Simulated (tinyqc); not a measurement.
Inside a calculation. Model: formation energy of a charged point defect from supercell energies. Computed by tinyqc, a small Python program that keeps every step. Command: `OMP_NUM_THREADS=1 python tinyqc.py 3023936 3023937 out.jsonl formation walk`. One thread of a shared host (Intel(R) Xeon(R) Processor @ 2.30GHz), about 0.01 s of CPU time with the checks. Intermediate numbers are printed to about 5 digits and carried at full precision; extremes and crossings named in words are read from the listed rows.

The host is a compound AB. Making the defect adds n_A = -1, n_B = 0 atoms to the cell. All total energies are inputs. E_F is counted from the valence-band maximum (VBM); x = 0 is A-rich and x = 1 B-rich growth.

Inputs (values chosen for the exercise, with gap and screening modelled on GaAs):

| quantity | value | unit |
|---|---|---|
| gap E_g | 1.45 | eV |
| E_VBM of the host cell | 6.175 | eV |
| potential alignment dV | 0.081 | eV |
| dielectric constant eps | 13.4 | - |
| cell length L | 16.4 | angstrom |
| mu_A of the pure element | -4.499 | eV |
| formation enthalpy dH of AB | -0.66 | eV |
| growth condition x | 0.59 | - |
| Fermi level E_F | 0.83 | eV |
| temperature T | 800 | K |
| site density N_s | 2.3e+22 | cm^-3 |

Defect: vacancy of A. Supercell lattice: bcc.

charge states q: 0  -1  -2

E(defect, q) - E(host), in the order of q (eV): 6.28  12.764  19.9

Constants: e^2/(4 pi eps_0) = 14.39964548 eV angstrom; k_B = 8.617333262e-05 eV/K.

## Chemical potentials

dmu_A = x dH and dmu_B = (1 - x) dH, so that dmu_A + dmu_B = dH; mu = mu(element) + dmu. The reservoir term is sum n_i mu_i.

dmu_A = -0.3894 eV

dmu_B = -0.2706 eV

sum n_i mu_i = 4.8884 eV

## Image-charge corrections

Image-charge correction of a point charge in a neutralising background: E_corr = q^2 alpha e^2/(4 pi eps_0) / (2 eps L), alpha = 2.888462 for a bcc array with L the cube root of the volume.

E_corr (eV): (q=0) 0.00000, (q=-1) 0.09463, (q=-2) 0.37853

Caution: the largest image-charge correction in these energies, q^2 alpha e^2/(8 pi eps_0 eps L) with alpha = 2.888462, exceeds a quarter of the gap; the point-charge term alone is then a rough estimate, usually too large for a charge that is spread out.

## Formation energies at E_F = 0

E_f(q, E_F) = [E(defect, q) - E(host)] - sum n_i mu_i + q (E_VBM + dV + E_F) + E_corr(q).

E_f(q, 0) (eV): (q=0) 1.3916, (q=-1) 1.7142, (q=-2) 2.8781

## Transition levels and the lower envelope

eps(q/q') = [E_f(q', 0) - E_f(q, 0)]/(q - q'). U of state q is eps(q/q-1) - eps(q+1/q). The stable state at each E_F is the lowest line E_f(q, 0) + q E_F.

One-electron levels above the VBM (eV):

| level | energy | U of the state between this level and the next |
|---|---|---|
| (0/-1) | 0.3226 | 0.84126 |
| (-1/-2) | 1.1639 | - |

Stable states:

| q | from E_F (eV) | to E_F (eV) |
|---|---|---|
| 0 | 0.0000 | 0.3226 |
| -1 | 0.3226 | 1.1639 |
| -2 | 1.1639 | 1.4500 |

Stable in the gap, from the VBM up: 0, -1, -2.

## The first and the last level

eps(q/q-1) = E_f(q - 1, 0) - E_f(q, 0).

level (0/-1) = 0.32263 eV

level (-1/-2) = 1.1639 eV

## Concentrations at the given E_F and T

E_f(q, E_F) = E_f(q, 0) + q E_F. c_q = N_s exp(-E_f(q, E_F)/k_B T), with all degeneracy factors one and no vibrational entropy.

Charge states:

| q | E_f (eV) | c_q (cm^-3) | share |
|---|---|---|---|
| 0 | 1.3916 | 3.9358e+13 | 6.3102e-04 |
| -1 | 0.8842 | 6.1846e+16 | 9.9156e-01 |
| -2 | 1.2181 | 4.8736e+14 | 7.8137e-03 |

lowest formation energy = 0.88423 eV

total concentration = 6.2372e+16 cm^-3

mean charge = -1.0072 e

State -1 holds 99.2 % of the defects.

## Fermi level and growth conditions

Each entry is the lowest E_f over q.

Lowest formation energy (eV):

| E_F (eV) | stable q | A-rich, x = 0 | x = 0.5 | B-rich, x = 1 |
|---|---|---|---|---|
| 0.000 | 0 | 1.7810 | 1.4510 | 1.1210 |
| 0.181 | 0 | 1.7810 | 1.4510 | 1.1210 |
| 0.362 | -1 | 1.7416 | 1.4116 | 1.0816 |
| 0.544 | -1 | 1.5596 | 1.2296 | 0.8996 |
| 0.725 | -1 | 1.3786 | 1.0486 | 0.7186 |
| 0.906 | -1 | 1.1976 | 0.8676 | 0.5376 |
| 1.088 | -1 | 1.0156 | 0.6856 | 0.3556 |
| 1.269 | -2 | 0.7295 | 0.3995 | 0.0695 |
| 1.450 | -2 | 0.3675 | 0.0375 | -0.2925 |

Going from A-rich to B-rich growth shifts every line by -0.660 eV and moves no transition level. The slope of the envelope is the stable charge, so E_f is highest in the rows from E_F = 0 to 0.181 eV, where the neutral state is stable: the defect forms most easily in n-type material. Under B-rich growth E_f turns negative for part of the gap, so in equilibrium E_F cannot enter that part.

## What the corrections do to the levels

Levels eps(q/q-1) with the terms q dV and E_corr left out or kept.

Levels above the VBM (eV):

| level | raw | with alignment | with image charge | with both |
|---|---|---|---|---|
| (0/-1) | 0.30900 | 0.22800 | 0.4036 | 0.3226 |
| (-1/-2) | 0.96100 | 0.88000 | 1.2449 | 1.1639 |

Alignment moves every level by -dV = -0.081 eV. The image term moves eps(q/q-1) by (1 - 2q) E_corr(1): (0/-1) by +0.095, (-1/-2) by +0.284 eV, donor levels down and acceptor levels up. It adds 2 E_corr(1) = 0.189 eV to every U.

Checks made by the program: envelope against a direct minimum on a grid (relative difference below 1e-10).
